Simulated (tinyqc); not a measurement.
Ion-assisted plasma etching: sheath, surface coverage, synergy and aspect-ratio dependence. From floor rate over open-field rate back to radical density n. Computed by tinyqc, a small Python program. Command: `OMP_NUM_THREADS=1 python tinyqc.py 3030524 3030525 out.jsonl etch inv`. One thread of a shared host (Intel(R) Xeon(R) Processor @ 2.30GHz), about 0.02 s of CPU time with the checks.

Radicals adsorb on bare sites; ions remove covered sites with a high yield and bare sites by sputtering; a slow spontaneous reaction acts everywhere, walls included.

Inputs (values chosen for the exercise, close to those used for silicon in a halogen plasma): plasma density n_e = 3.1e+11 1/cm^3; electron temperature T_e = 5 eV; ion mass M_i = 35.5 u; sheath voltage V = 210 V; radical mass M_n = 35.5 u; gas temperature T_g = 500 K; sticking coefficient s = 0.4; radicals per removed unit x = 4; yield slope b = 0.2 eV^(-1/2); threshold E_th = 19 eV; sputter slope b_p = 0.021 eV^(-1/2); sputter threshold E_p = 39 eV; spontaneous reaction probability k_c = 5.3e-05; solid density N = 5e+22 1/cm^3; ion temperature T_i = 0.14 eV; aspect ratio A = 12.

Feature: round hole.

Constants: e = 1.602176634e-19 C; u = 1.6605390666e-27 kg; k_B = 1.380649e-23 J/K; eps_0 = 8.8541878128e-12 F/m.

Method:
- Bohm speed u_B = sqrt(e T_e/M_i); ion flux G_i = 0.61 n_e u_B; radical flux G_n = n c/4 with c = sqrt(8 k_B T_g/(pi M_n)).
- Debye length lambda_D = sqrt(eps_0 T_e/(e n_s)) with n_s = 0.61 n_e, T_e in volts; Child-law sheath d = (sqrt2/3) lambda_D (2 V/T_e)^(3/4); ion energy E = V + T_e/2; angular spread = arctan(sqrt(T_i/E)).
- Yields: Y = b (sqrt(E) - sqrt(E_th)) on covered sites, Y_p = b_p (sqrt(E) - sqrt(E_p)) on bare ones (zero below threshold).
- Steady coverage: s G_n (1 - theta) = x Y G_i theta; removal flux = Y G_i theta + Y_p G_i (1 - theta) + k_c G_n; rate = flux/N, 1 cm/s = 6e8 nm/min.
- Lateral rate = k_c G_n/N; anisotropy = 1 - lateral/vertical; synergy = vertical/(ions alone + radicals alone), with ions alone Y_p G_i/N and radicals alone the lateral rate.
- Transmission of a round hole: K = 1/(1 + 3A/4), walls that scatter diffusely without loss. With a loss probability S = s (1 - theta) at the floor, G_b/G_n = K/(K + S - K S); theta follows G_b, and the two are solved together. Ions are taken to reach the floor unshadowed; G_b replaces G_n in every term of the rate; A is depth over diameter.

Task: A run gave the result below. Find the radical density n, known to lie between 1.3e+14 and 2.2e+14 1/cm^3.

floor rate over open-field rate = 0.5850447

Result:

Each step takes the trial c = (a f_b - b f_a)/(f_b - f_a), f being the result less the target and a, b, c the logarithms of the listed values; c replaces end b, the old b replaces a if the sign of f changed, and otherwise f_a is halved.

Scan of the range:
```
radical density n (1/cm^3)  floor rate over open-field rate
1.30e+14                                           0.533282
1.42e+14                                           0.547526
1.55e+14                                           0.563112
1.69e+14                                           0.579906
1.85e+14                                           0.598938
2.02e+14                                           0.618806
2.20e+14                                           0.639303
```

False position (Illinois rule, in the logarithm of the input) inside the bracket:
```
step        end a        end b        trial  floor rate over open-field rate
1     1.69000e+14  1.85000e+14  1.73178e+14                         0.584899
2     1.85000e+14  1.73178e+14  1.73297e+14                         0.585041
3     1.85000e+14  1.73297e+14  1.73303e+14                         0.585048
4     1.73297e+14  1.73303e+14  1.73300e+14                         0.585045
```

Floor rate over open-field rate rises at every point of a 13-point scan of the range (every second point is shown), so one value fits; it is bracketed by 1.69e14 and 1.85e14. Answer: radical density n = 1.733e14 1/cm^3.
